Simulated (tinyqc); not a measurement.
# Changing the trap density N_t

Model: admittance spectroscopy and thermally stimulated current of one trap level in a depletion layer. Computed by tinyqc, a small Python program. Command: `OMP_NUM_THREADS=1 python tinyqc.py 3113684 3113685 out.jsonl admit sweep`. One thread of a shared host (Intel(R) Xeon(R) Processor @ 2.30GHz), about 0.01 s of CPU time with the checks.

A Schottky junction on n-type material holds one donor-like electron trap; shallow donors are fully ionised and abrupt depletion edges are assumed.

Inputs (values chosen for the exercise, modelled on n-type germanium):
```
quantity                         value    unit
dielectric constant eps           16.3       -
density-of-states mass m         0.538     m_0
shallow doping N               3.2e+16  1/cm^3
trap depth E_t below the band    0.188      eV
capture cross section sigma    8.1e-15    cm^2
band bending V_b                  0.49       V
test frequency f                 10000      Hz
```

Constants: k_B = 1.380649e-23 J/K; m_0 = 9.1093837015e-31 kg; h = 6.62607015e-34 J s; k_B = 8.617333262e-05 eV/K; eps_0 = 8.8541878128e-12 F/m; e = 1.602176634e-19 C.

Method:
- N_c = 2 (2 pi m k_B T/h^2)^(3/2), v_th = sqrt(3 k_B T/m), emission rate e_n = sigma v_th N_c exp(-E_t/(k_B T)).
- Where the level crosses the Fermi level capture equals emission, so the trap follows the signal with the rate 2 e_n; G/omega peaks at omega = 2 e_n (the correction for large N_t/N is left out).
- Solve 2 e_n(T_p) = 2 pi f.
- With E_c - E_F = k_B T_p ln(N_c/N): lambda = sqrt(2 eps eps_0 (E_t - (E_c - E_F))/(e^2 N)); traps are empty and charged for x < x_t = w - lambda, and V_b = e (N w^2 + N_t x_t^2)/(2 eps eps_0). High frequency: C_hf = eps eps_0/w. Low frequency: C_lf = eps eps_0 (N + N_t)/(N w + N_t x_t).

One run for each value:
```
trap density N_t (1/cm^3)  step (C_lf - C_hf)/C_hf  small-N_t estimate (N_t/N)(lambda/w)  depletion width w (nm)
3.20e+14                                    0.0052                                 0.005                   165.9
6.80e+14                                    0.0110                                 0.011                   165.7
1.50e+15                                    0.0241                                 0.025                   165.2
3.10e+15                                    0.0490                                 0.051                   164.3
6.60e+15                                    0.1007                                 0.110                   162.5
1.40e+16                                    0.1995                                 0.239                   159.1
3.00e+16                                    0.3786                                 0.532                   153.2
6.40e+16                                    0.6687                                 1.202                   144.7
```

Describe and explain the trends.

Over the rows, step (C_lf - C_hf)/C_hf rises from 0.00522 to 0.669 (exponent d ln y / d ln x 0.99 between the first rows and 0.75 between the last); small-N_t estimate (N_t/N)(lambda/w) rises from 0.00524 to 1.20 (exponent d ln y / d ln x 1.0 between the first rows and 1.1 between the last); depletion width w (nm) falls from 166 to 145 (exponent d ln y / d ln x -0.0017 between the first rows and -0.076 between the last). At the low end the exponent of step (C_lf - C_hf)/C_hf is 0.99, close to 1: a dilute trap.

Caution (rows 1.40e16, 3.00e16, 6.40e16): N_t/N is not small, so the peak moves away from omega = 2 e_n.

Extremes, crossings and ranges named in words are read from the listed rows.
